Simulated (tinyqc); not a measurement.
Adding salt: a particle near a wafer in liquid: double-layer and van der Waals forces (DLVO), deposition barrier and removal. Computed by tinyqc, a small Python program. Command: `OMP_NUM_THREADS=1 python tinyqc.py 3111864 3111865 out.jsonl dlvo walk`. One thread of a shared host (Intel(R) Xeon(R) Processor @ 2.30GHz), about 0.01 s of CPU time with the checks.

Sphere and flat wall, Derjaguin approximation, constant potentials in the linear-superposition form, no retardation and no hydration force.

Inputs (values chosen for the exercise, of the order of those for silica on silicon in water): particle radius R = 12 nm; Hamaker constant A = 1.3e-20 J; potential of the particle psi_1 = -14 mV; potential of the wafer psi_2 = -11 mV; salt concentration c = 0.00015 mol/L; valence z of the symmetric salt = 1; temperature T = 293 K; dielectric constant of the liquid = 80.2.

Constants: e = 1.602176634e-19 C; N_A = 6.02214076e+23 1/mol; eps_0 = 8.8541878128e-12 F/m; k_B = 1.380649e-23 J/K; k_B = 8.617333262e-05 eV/K.

Method:
- kappa^2 = 2 z^2 e^2 N_A (1000 c)/(eps eps_0 k_B T); gamma_i = tanh(z e psi_i/(4 k_B T)); Z = 64 pi eps eps_0 (k_B T/(z e))^2 gamma_1 gamma_2.
- The barrier height is zero when U = 0 and F = 0 together: kappa h = 1 and kappa = 6 Z/(e A), e = 2.718282 here; c follows from kappa^2, with the potentials held fixed.
- U(h) = Z R exp(-kappa h) - A R/(6 h); F(h) = -dU/dh = kappa Z R exp(-kappa h) - A R/(6 h^2), positive for repulsion.
- F = 0 reads x^2 exp(-x) = y with x = kappa h and y = A kappa/(6 Z); the left side peaks at x = 2 with 4/e^2 = 0.5413, so roots exist for smaller y: x < 2 is the barrier, x > 2 the secondary minimum.
- kappa scales as sqrt(c); potentials are held fixed. A dash marks rows without a maximum.

critical concentration = 0.00495499 mol/L

kappa = 0.0401800 1/nm

Z = 1.36010 pN

Against the concentration:
```
c (mol/L)  Debye length (nm)  barrier at (nm)  barrier (k_B T)  minimum at (nm)  minimum (k_B T)
4.95e-07              433.24           27.106           3.5528       4.4463e+03      -1.3047e-03
4.95e-06              137.00           15.641           3.1884       1.2063e+03      -4.7228e-03
4.95e-05               43.32            9.243           2.5641       3.1501e+02      -1.7597e-02
2.48e-04               19.36            6.582           1.8951       1.1847e+02      -4.5388e-02
9.91e-04                9.68            5.115           1.1224       4.8794e+01      -1.0558e-01
2.48e-03                6.12            4.516           0.5060       2.5897e+01      -1.8953e-01
4.46e-03                4.56            4.336           0.0781       1.6579e+01      -2.8094e-01
7.43e-03                3.54            4.458          -0.2980       1.0552e+01      -4.0498e-01
1.49e-02                2.50                -                -                -                -
```

What follows from these numbers?

At low salt the barrier tends to Z R = 4.03 k_B T; it is half of that between 4.9e-5 and 2.5e-4 mol/L and changes sign at 0.0050 mol/L, while the secondary minimum deepens to -0.28 k_B T at 0.9 of that. Caution: kappa R is not large, so the Derjaguin approximation is only rough at gaps of the order of the Debye length.

Extremes, crossings and ranges named in words are read from the listed rows.
